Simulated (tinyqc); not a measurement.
# Schottky diode by thermionic emission with image-force lowering and series resistance, step by step

Numbers from tinyqc (`OMP_NUM_THREADS=1 python tinyqc.py 2640087 2640088 out.jsonl`; about 0.01 s on one thread of a shared Intel Xeon 2.30GHz). Printed values are rounded.

Metal on an n-type semiconductor with one parabolic valley; V > 0 is forward bias (metal positive). I = I0 [exp(Vj/(n Vt)) - 1] with Vj = V - I Rs; I0 = S A* T^2 exp(-(phi - dphi)/Vt), the lowering dphi taken at zero bias.

Inputs (values chosen for the exercise); band and dielectric values close to those of gallium arsenide: temperature T = 300 K; electron mass me = 0.0661 m0; relative permittivity eps_r = 12.7; barrier height seen from the metal phi = 0.62 eV; donor density Nd = 1.2e15 cm^-3; area S = 2.6e-5 cm^2; ideality factor n = 1.2; series resistance Rs = 2.3 ohm; applied bias V = 0.75 V.

Constants: q = 1.602176634e-19 C, kB = 1.380649e-23 J/K, h = 6.62607015e-34 J s, m0 = 9.1093837015e-31 kg, Vt = kB T/q, eps0 = 8.8541878128e-14 F/cm where lengths are in cm. Results are converted to the units shown.

Range of the model: At the applied forward bias V the junction voltage comes within 3 Vt of Vbi (or passes it), where the depletion layer is gone and the emission formula overstates the current.

## Saturation current

A* = 4 pi q me m0 kB^2/h^3 (times 1e-4 for A/(cm^2 K^2)); Nc = 2 (2 pi me m0 kB T/h^2)^1.5 (times 1e-6 for cm^-3); xi = Vt ln(Nc/Nd), Vbi = phi - xi; surface field Em = sqrt(2 q Nd (Vbi - V - Vt)/(eps0 eps_r)); dphi = sqrt(q Em/(4 pi eps0 eps_r)). Here V = 0 in Em.

A* = 7.943450 A/(cm^2 K^2)
Nc = 4.264560e17 cm^-3
Vbi = 0.4681664 V
Em = 12.29844 kV/cm
dphi = 11.80862 meV
I0 = 1.127352e-9 A

The lowering raises I0 by a factor of 1.58.

## Iteration 1: junction voltage

Vj at the start = 0.31 V

Fixed-point step: I = (V - Vj)/Rs, then Vj(new) = n Vt ln(1 + I/I0).

Vj after iteration 1 = 0.5878591 V

## Iteration 2: junction voltage

As before.

Vj after iteration 2 = 0.5568892 V

## Course of the iteration

Stop when Vj changes by less than 1e-10 V, or after 50 iterations.

Course of the iteration:
```
iteration     Vj (V)  change (V)
1          0.5878591       0.278
2          0.5568892      0.0310
3          0.5623118     5.42e-3
4          0.5614282     8.84e-4
5          0.5615739     1.46e-4
6          0.5615500     2.40e-5
7          0.5615539     3.95e-6
8          0.5615533     6.50e-7
9          0.5615534     1.07e-7
10         0.5615534     1.76e-8
11         0.5615534     2.90e-9
12         0.5615534    4.77e-10
13         0.5615534    7.86e-11
```

Converged in 13 iterations. The error shrinks by n Vt/(Rs (I + I0)) = 0.16 a step near the solution.

## Current and small-signal resistance

converged Vj = 0.5615534 V

I = I0 [exp(Vj/(n Vt)) - 1], dV/dI = Rs + n Vt/(I + I0).

I = 81.93332 mA
drop over Rs = 0.1884466 V
dV/dI = 2.678630 ohm
